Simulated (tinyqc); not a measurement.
Ballistic Schottky-barrier transistor with a two-dimensional channel, WKB contacts: two steps of the calculation.

Source Fermi level 0, drain Fermi level -Vd. Far from the contacts Ec = pn - psi, and the gate moves psi one to one; the band edges relax as exp(-x/lam) from pn at the source and pn - Vd at the drain; Ev = Ec - Eg. A carrier of energy w inside the channel band meets at a contact a barrier of height D (the contact edge beyond the channel edge): T = 1 for w >= D, else exp(-S), S = 4 lam sqrt(m/C) [sqrt(D - w) - sqrt(w) arctan sqrt((D - w)/w)], C = hbar^2/(2 m0). The two contacts combine as Ts Td/(Ts + Td - Ts Td).

Values chosen for this exercise; channel values close to those of an ultrathin silicon body with silicide contacts: temperature T = 250 K; barrier for electrons at both contacts pn = 0.4 eV; electron mass mn = 0.2 m0; valleys or subbands g = 2; screening length at the contacts lam = 1.5 nm; drain bias Vd = 0.1 V; band shift psi of the channel by the gate ps = 0.29 V; energy of one carrier inside the channel band w0 = 0.1 eV; upper end of the grid wm = 0.44 eV; points of the grid nE = 13.

Constants: q = 1.602176634e-19 C, kB = 1.380649e-23 J/K, hbar = 1.054571817e-34 J s, h = 6.62607015e-34 J s, m0 = 9.1093837015e-31 kg, Vt = kB T/q, hbar^2/(2 m0) = 0.0380998212 eV nm^2. Results are converted to the units shown.

Question 1. Transmission of one of the electrons. S and T at both contacts for w = w0, and the tunnelling distance lam ln(D/w) at the higher barrier.

D for electrons (eV): source 0.29000000, drain 0.19000000

Give: S at the source; S at the drain; combined T; tunnelling distance.

Answer 1.

S at the source = 1.8920
S at the drain = 0.82428
combined T = 0.12638
tunnelling distance = 1.5971 nm

Question 2. Current of the electrons on a coarse grid. I/W = g (2 q^2/h) int T(w) [N(Es + w) - N(Ed + w)] dw with w the energy of motion along the channel, N(y) = (1/2 pi) sqrt(pi m kB T/C) Fm(-y/kB T), Fm(x) = (1/sqrt(pi)) int_0^infinity u^(-1/2)/(1 + exp(u - x)) du. Electrons: Ds = psi, Dd = psi - Vd, Es = Ec, Ed = Ec + Vd. Holes: Ds = -psi, Dd = Vd - psi, Es = -Ev, Ed = -Ev - Vd. The size of each current is taken; both flow from drain to source and add. Simpson's rule on nE equally spaced w from 0 to wm.

Wanted: w; Ts; Td; T; size of the supply difference; current.

Answer 2.

```
point   w (eV)         Ts         Td          T  size of the supply difference (1/um)
0      0.00000  6.0946e-4  0.0024983  4.9018e-4                               0.56692
1      0.03667   0.023725   0.086695   0.018981                               0.10373
2      0.07333   0.081042    0.26096   0.065914                              0.018923
3      0.11000    0.18348    0.51233    0.15620                             0.0034505
4      0.14667    0.33291    0.78627    0.30528                             6.2911e-4
5      0.18333    0.51985    0.98677    0.51625                             1.1470e-4
6      0.22000    0.72213     1.0000    0.72213                             2.0912e-5
7      0.25667    0.90403     1.0000    0.90403                             3.8126e-6
8      0.29333     1.0000     1.0000     1.0000                             6.9511e-7
9      0.33000     1.0000     1.0000     1.0000                             1.2673e-7
10     0.36667     1.0000     1.0000     1.0000                             2.3106e-8
11     0.40333     1.0000     1.0000     1.0000                             4.2126e-9
12     0.44000     1.0000     1.0000     1.0000                            7.6804e-10
```

current = 0.025513 uA/um

Range of the model: No scattering, image-force lowering, channel charge or band-to-band tunnelling; parabolic kappa overstates S deep in the gap.

Program tinyqc, `OMP_NUM_THREADS=1 python tinyqc.py 2390056 2390057 out.jsonl`; Intel Xeon 2.30GHz, shared host, one thread, about 0.1 s.
